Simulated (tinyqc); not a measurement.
What moves the results: round or elliptic silicon nanowire with anisotropic valleys (Ritz method). A value that a table varies takes the place of the one given here.

Wire along x = [110] on a (001) wafer, y = [-110], z = [001]. Valley groups (w = inverse masses): A, two valleys along z: w_y = 1/mt, w_z = 1/ml, m_x = mt; B, four valleys in the wafer plane: w_y = (1/ml + 1/mt)/2, w_z = 1/mt, m_x = (ml + mt)/2.

Hard wall on the ellipse (y/a)^2 + (z/b)^2 = 1, c = hbar^2/2m0. With u = y/a, v = z/b the operator is -c [(w_y/a^2) d2/du2 + (w_z/b^2) d2/dv2] on the unit disc. Basis (1 - u^2 - v^2) u^i v^j; S, X and Y are the disc integrals of f f', (df/du)(df'/du) and (df/dv)(df'/dv), from the integral of u^p v^q = 2 Gamma((p+1)/2) Gamma((q+1)/2)/((p + q + 2) Gamma((p+q+2)/2)) for even p, q; H = c (w_y X/a^2 + w_z Y/b^2).

Converged values use 21 functions of each parity class (e or o in u, then in v).

Constants: hbar^2/2m0 = 3.80998211 eV angstrom^2.

Inputs chosen for the exercise (near those of a Si nanowire; not measured data): ml = 0.934 m0 (longitudinal mass); mt = 0.188 m0 (transverse mass); a = 34 angstrom (semi-axis along y); b = 37 angstrom (semi-axis along z); asp = (0.4, 0.6, 0.8, 1, 1.3, 1.8, 2.5) (ratios a/b); area = 39.5 nm^2 (cross-section, kept fixed); hw = 1.5 (height over mean width).

## Size of the basis

Lowest level of each group with 1, 3, 6 and 21 even functions.

Levels (meV):

| functions | A | B |
|---|---|---|
| 1 | 61.53 | 76.00 |
| 3 | 58.11 | 73.21 |
| 6 | 58.03 | 73.20 |
| 21 | 58.03 | 73.20 |

One function errs by 6.0 % for A and 3.8 % for B, six by 0.00063 and 1.6e-05 meV. The error grows with the axis ratio of the stretched ellipse (2.43, 1.19); for a circle it is 6/5.783 - 1 = 3.7 %.

## Flattening the wire at fixed area

a = sqrt(area x ratio/pi), b = a/ratio, 1 nm^2 = 100 angstrom^2; lowest level of each group.

Levels (eV):

| a/b | a (angstrom) | b (angstrom) | A | B |
|---|---|---|---|---|
| 0.4 | 22.4 | 56.1 | 0.1119 | 0.0876 |
| 0.6 | 27.5 | 45.8 | 0.0796 | 0.0745 |
| 0.8 | 31.7 | 39.6 | 0.0639 | 0.0723 |
| 1.0 | 35.5 | 35.5 | 0.0550 | 0.0745 |
| 1.3 | 40.4 | 31.1 | 0.0477 | 0.0815 |
| 1.8 | 47.6 | 26.4 | 0.0427 | 0.0975 |
| 2.5 | 56.1 | 22.4 | 0.0421 | 0.1230 |

Each group is lowest where its stretched ellipse is a circle, at a/b = sqrt(w_y/w_z): 2.23 for A and 0.78 for B. The lowest group is B in the first row and A in the last, crossing between a/b = 0.6 and 0.8; B - A is -24 meV in the first row and +81 meV in the last.

## Shape of the cross-section

Equal area, hard walls, lowest level of -c (w_y d2/dy2 + w_z d2/dz2), c = hbar^2/2m0. Rectangle W x H with H/W = hw; ellipse with b/a = hw; trapezoid of height H, base W/0.8 and top 0.6 of the base; isosceles triangle of height H and base 2W. Ellipse, trapezoid and triangle by converged Ritz bases; 1 nm^2 = 100 angstrom^2.

Levels:

| shape | A (eV) | B (eV) | B - A (meV) |
|---|---|---|---|
| rectangle | 0.0828 | 0.0794 | -3.4 |
| ellipse | 0.0732 | 0.0730 | -0.2 |
| trapezoid | 0.0776 | 0.0806 | 3.0 |
| triangle | 0.0583 | 0.0945 | 36.2 |

W = 51.3 angstrom
H = 77.0 angstrom

For group A the order is triangle, ellipse, trapezoid, rectangle, spanning 42 %. For group B the order is ellipse, rectangle, trapezoid, triangle, spanning 29 %. The ellipse lies below the rectangle for both groups, since corners hold little of the wave function. The triangle is lowest for A, whose light mass lies across the width and gains from the wide base. The spacing B - A of the valley groups runs from -3 to 36 meV.

## What each parameter does

Lowest level of groups A and B. Each row changes one parameter from the base and keeps the others.

Results:

| case | A (eV) | B (eV) | B - A (meV) |
|---|---|---|---|
| base | 0.0580 | 0.0732 | 15.2 |
| a = 32 angstrom | 0.0642 | 0.0772 | 12.9 |
| b = 35 angstrom | 0.0592 | 0.0782 | 19.0 |
| ml = 1.046 m0 | 0.0570 | 0.0726 | 15.7 |
| mt = 0.169 m0 | 0.0634 | 0.0808 | 17.4 |

The largest shifts from the base row, up to three for each result and ties (the steps differ in size, so this ranks the rows, not the parameters). A (eV): a +0.0062, mt +0.0054, b +0.0011, ml -0.0011. B (eV): mt +0.0076, b +0.0050, a +0.0040. B - A (meV): b +3.8, mt +2.2, a -2.2.

(tinyqc, `OMP_NUM_THREADS=1 python tinyqc.py 1282799 1282800 out.jsonl`, Intel(R) Xeon(R) Processor @ 2.30GHz, 1 thread, shared host, about 0.02 s.)
